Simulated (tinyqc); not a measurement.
Ground states by the convex hull: cluster expansion of a binary alloy: correlations, fit, cross-validation and ground states. Computed by tinyqc, a small Python program. Command: `OMP_NUM_THREADS=1 python tinyqc.py 3016398 3016399 out.jsonl clex walk`. One thread of a shared host (Intel(R) Xeon(R) Processor @ 2.30GHz), about 0.05 s of CPU time with the checks.

s = +1 for A and -1 for B. Energy per site E = J0 + J1 P(point) + sum over clusters of m V P, with P the mean product of spins; V > 0 on a pair favours unlike neighbours. Clusters per site m: pair 1 2, pair 2 2, pair 3 2, triplet 4; the triplet is two first-neighbour bonds at a right angle. Formation energies are counted from the line between pure A and pure B, which removes J0 and J1.

Inputs (values chosen for the exercise, for a model alloy):

| quantity | value | unit |
|---|---|---|
| first-pair interaction V1 | 18 | meV |
| second-pair interaction V2 | 7 | meV |
| third-pair interaction V3 | -2.5 | meV |
| triplet interaction Vt | 2.8 | meV |
| noise amplitude | 6.1 | meV/site |

Lattice: square.

Method:
- Design matrix of formation energies: m (P - 1) for pairs and m (P(triplet) - P(point)) for the triplet; x = (1 - P(point))/2.
- Exact: X V with V = (V1, V2, V3, Vt). The data to fit add the noise amplitude times the normal numbers, standing for what the clusters leave out.
- Leave out pair 3: A = X^T X and b = X^T E (E being the data with noise) over these three columns; solve A V = b. The root-mean-square error runs over the structures between the pure ends.
- Height above the hull = E less the lowest straight line between two structures that bracket x (or the lowest structure at the same x). The three-term fit is X V with the fitted values.

correlations P, counted on periodic cells:
```
                      point    pair 1    pair 2    pair 3   triplet
A                   1.00000   1.00000   1.00000   1.00000   1.00000
A3B p(2x2)          0.50000   0.00000   0.00000   1.00000  -0.50000
A3B c(4x2)          0.50000   0.00000   0.00000   0.50000  -0.50000
A2B diagonal rows   0.33333  -0.33333   0.33333  -0.33333  -0.33333
A2B rows            0.33333   0.33333  -0.33333   0.33333   0.33333
AB c(2x2)           0.00000  -1.00000   1.00000   1.00000   0.00000
AB p(2x1)           0.00000   0.00000  -1.00000   1.00000   0.00000
A2B2 rows           0.00000   0.50000   0.00000   0.00000   0.00000
AB2 diagonal rows  -0.33333  -0.33333   0.33333  -0.33333   0.33333
AB2 rows           -0.33333   0.33333  -0.33333   0.33333  -0.33333
AB3 p(2x2)         -0.50000   0.00000   0.00000   1.00000   0.50000
AB3 c(4x2)         -0.50000   0.00000   0.00000   0.50000   0.50000
B                  -1.00000   1.00000   1.00000   1.00000  -1.00000
```

standard normal numbers for the noise (0 for the pure ends): A 0.000, A3B p(2x2) 0.276, A3B c(4x2) -1.855, A2B diagonal rows 0.624, A2B rows 1.145, AB c(2x2) 1.037, AB p(2x1) 1.887, A2B2 rows -0.112, AB2 diagonal rows -0.362, AB2 rows 0.149, AB3 p(2x2) -0.438, AB3 c(4x2) 2.171, B 0.000

X:
```
                     pair 1    pair 2    pair 3   triplet
A                   0.00000   0.00000   0.00000   0.00000
A3B p(2x2)         -2.00000  -2.00000   0.00000  -4.00000
A3B c(4x2)         -2.00000  -2.00000  -1.00000  -4.00000
A2B diagonal rows  -2.66667  -1.33333  -2.66667  -2.66667
A2B rows           -1.33333  -2.66667  -1.33333   0.00000
AB c(2x2)          -4.00000   0.00000   0.00000   0.00000
AB p(2x1)          -2.00000  -4.00000   0.00000   0.00000
A2B2 rows          -1.00000  -2.00000  -2.00000   0.00000
AB2 diagonal rows  -2.66667  -1.33333  -2.66667   2.66667
AB2 rows           -1.33333  -2.66667  -1.33333   0.00000
AB3 p(2x2)         -2.00000  -2.00000   0.00000   4.00000
AB3 c(4x2)         -2.00000  -2.00000  -1.00000   4.00000
B                   0.00000   0.00000   0.00000   0.00000
```

fitted V1, V2, Vt (meV): 16.7835  5.5801  3.6281

exact energies (meV/site): A 0.0000, A3B p(2x2) -61.2000, A3B c(4x2) -58.7000, A2B diagonal rows -58.1333, A2B rows -39.3333, AB c(2x2) -72.0000, AB p(2x1) -64.0000, A2B2 rows -27.0000, AB2 diagonal rows -43.2000, AB2 rows -39.3333, AB3 p(2x2) -38.8000, AB3 c(4x2) -36.3000, B 0.0000

root-mean-square error of the three-cluster fit = 6.01973 meV/site

Hull among these structures (meV/site):

| structure | x | exact E | above hull | fitted E | above hull, fit |
|---|---|---|---|---|---|
| A | 0.0000 | 0.000 | 0.000 | 0.000 | 0.000 |
| A3B p(2x2) | 0.2500 | -61.200 | 0.000 | -59.239 | 0.000 |
| A3B c(4x2) | 0.2500 | -58.700 | 2.500 | -59.239 | 0.000 |
| A2B diagonal rows | 0.3333 | -58.133 | 6.667 | -61.871 | 0.000 |
| A2B rows | 0.3333 | -39.333 | 25.467 | -37.258 | 24.613 |
| AB c(2x2) | 0.5000 | -72.000 | 0.000 | -67.134 | 0.000 |
| AB p(2x1) | 0.5000 | -64.000 | 8.000 | -55.887 | 11.247 |
| A2B2 rows | 0.5000 | -27.000 | 45.000 | -27.944 | 39.190 |
| AB2 diagonal rows | 0.6667 | -43.200 | 6.667 | -42.521 | 2.235 |
| AB2 rows | 0.6667 | -39.333 | 10.533 | -37.258 | 7.498 |
| AB3 p(2x2) | 0.7500 | -38.800 | 0.000 | -30.215 | 3.352 |
| AB3 c(4x2) | 0.7500 | -36.300 | 2.500 | -30.215 | 3.352 |
| B | 1.0000 | 0.000 | 0.000 | 0.000 | 0.000 |

lowest exact formation energy = -72 meV/site

What does the comparison show, and why?

On the exact hull: A, A3B p(2x2), AB c(2x2), AB3 p(2x2), B. The fit finds A, A3B p(2x2), A3B c(4x2), A2B diagonal rows, AB c(2x2), B instead; its root-mean-square error is 6.02 meV. A structure at zero height may lie on a tie line without being a vertex, and structures outside this list could lie lower.

Extremes, crossings and ranges named in words are read from the listed rows.
